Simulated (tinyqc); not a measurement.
Hot carriers by balance equations with a heated Maxwellian: one step, computed by the program tinyqc. Command: `OMP_NUM_THREADS=1 python tinyqc.py 3031128 3031129 out.jsonl hot walk`. One thread of a shared host (Intel(R) Xeon(R) Processor @ 2.30GHz), about 0.02 s of CPU time with the checks.

The carriers follow a Maxwellian at an electron temperature T_e, slightly displaced; the drift energy is neglected against k_B T_e. The balance averages the rate, not the time, so mu_0 lies below the relaxation-time value.

Task: Equilibrium values. Parabolic band: E = hbar^2 k^2/(2 m), speed v = hbar k/m, states per spin, volume and energy g(E) = m k/(2 pi^2 hbar^2). Masses are multiplied by m_0 and all formulas are in SI units. Phonon occupation N_q = 1/(exp(hbar w/(k_B T)) - 1). Acoustic deformation potential (elastic, equipartition, absorption and emission together): 1/tau = 2 pi k_B T D_A^2 g(E)/(hbar rho v_l^2). Optical or intervalley deformation potential: 1/tau = (pi Z_f D_o^2/(rho w)) [N_q g(E + hbar w) + (N_q + 1) g(E - hbar w)], with g = 0 below the band edge. Averages over the Maxwellian, <y> = int y x^(1/2) exp(-x) dx / int x^(1/2) exp(-x) dx with x = E/(k_B T_e), split at x_0 = hbar w/(k_B T_e): 64 Gauss-Legendre points in sqrt(x) below it and 128 in sqrt(x - x_0) above it, up to x = 32. Momentum balance: mu(T_e) = e/(m nu), nu = <x (sum of rates)>/<x>. Power lost per carrier: P(T_e) = hbar w <emission rate - absorption rate> + <(2 m v_l^2/(k_B T)) (E - 2 k_B T) acoustic rate>. Energy relaxation time at weak heating: tau_E = (3/2) k_B / (dP/dT_e), the derivative by a central difference of +/- 0.5 K at T_e = T.

Inputs (values chosen for the exercise, modelled on holes in germanium):
```
quantity                                          value       unit
effective mass m                                  0.299        m_0
density rho                                        5323     kg/m^3
sound velocity v_l                                 5440        m/s
acoustic deformation potential D_A                  5.5         eV
phonon energy hbar w                               38.8        meV
optical or intervalley deformation potential D_o    7.6  1e8 eV/cm
final valleys Z_f                                     1          -
lattice temperature T                               500          K
```

Band: parabolic. Solver: Newton.

Constants: k_B = 8.617333262e-05 eV/K; k_B = 1.380649e-23 J/K; e = 1.602176634e-19 C; hbar = 1.054571817e-34 J s; m_0 = 9.1093837015e-31 kg; hbar = 6.582119569e-16 eV s.

Give: low-field mobility mu_0; energy relaxation time tau_E.

Result:

low-field mobility mu_0 = 1069 cm^2/(V s)

energy relaxation time tau_E = 1.660 ps

tau_E is 9.13 times the momentum relaxation time m mu_0/e: energy is lost more slowly than direction, which is why carriers heat.
